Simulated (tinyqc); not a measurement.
Molecular dynamics of a small cluster by velocity Verlet steps: one step, computed by the program tinyqc. Command: `OMP_NUM_THREADS=1 python tinyqc.py 3005039 3005040 out.jsonl verlet walk`. One thread of a shared host (Intel(R) Xeon(R) Processor @ 2.30GHz), about 0.2 s of CPU time with the checks.

E = sum_i {sum_j A exp(-p (r_ij/r0 - 1)) - xi sqrt(rho_i)}, rho_i = sum_j exp(-2 q (r_ij/r0 - 1)); the force on i is -sum_j w_ij (R_i - R_j)/r_ij with w_ij = -(2p/r0) A exp(-p (r_ij/r0 - 1)) + (xi q/r0) exp(-2 q (r_ij/r0 - 1)) (rho_i^(-1/2) + rho_j^(-1/2)).

Question. State at the start. Velocity Verlet: a = c F/M with c = 9.648533212e-3 angstrom/fs^2 per eV/(angstrom u); R(new) = R + v dt + a dt^2/2; v(new) = v + (a + a(new)) dt/2. Kinetic energy K = M v^2/(2c); temperature T = 2K/((3N - 3) k_B), rotation of the cluster included.

Inputs (values chosen for the exercise, for model atoms):
```
quantity,value,unit
length r0,2.53,angstrom
repulsion A,0.088,eV
hopping xi,0.915,eV
decay p,9.75,-
decay q,3.25,-
atomic mass M,44.9,u
time step dt,3.5,fs
```

Potential: Gupta. Thermostat: none.

starting positions (angstrom):
```
,x,y,z
atom 1,-0.03,0.03,-0.04
atom 2,2.34,0.02,-0.03
atom 3,2.33,2.34,-0.02
atom 4,-0.05,2.3,-0.02
atom 5,1.19,1.14,1.65
atom 6,1.19,1.2,-1.7
```

starting velocities (angstrom/fs):
```
,x,y,z
atom 1,-0.0001,-0.00142,0.00187
atom 2,-0.00231,0.00312,-0.00176
atom 3,0.00096,0.00214,-0.00185
atom 4,-0.0004,-0.00074,0.00082
atom 5,0.00026,-0.00047,0.00132
atom 6,0.00158,-0.00262,-0.00041
```

Constants: 1 eV/(angstrom u) = 9.648533212e-03 angstrom/fs^2; k_B = 8.617333262e-05 eV/K.

Give: forces; potential energy; kinetic energy; temperature.

Answer.

forces (eV/angstrom):
```
,x,y,z
atom 1,0.31121,0.11926,-0.00276
atom 2,-0.25978,0.18280,-0.02336
atom 3,-0.29140,-0.19940,0.02638
atom 4,0.34521,-0.12579,0.02012
atom 5,-0.05718,0.04473,-0.39604
atom 6,-0.04807,-0.02160,0.37566
```

potential energy = -9.7221 eV

kinetic energy = 0.10600 eV

temperature = 164.00 K
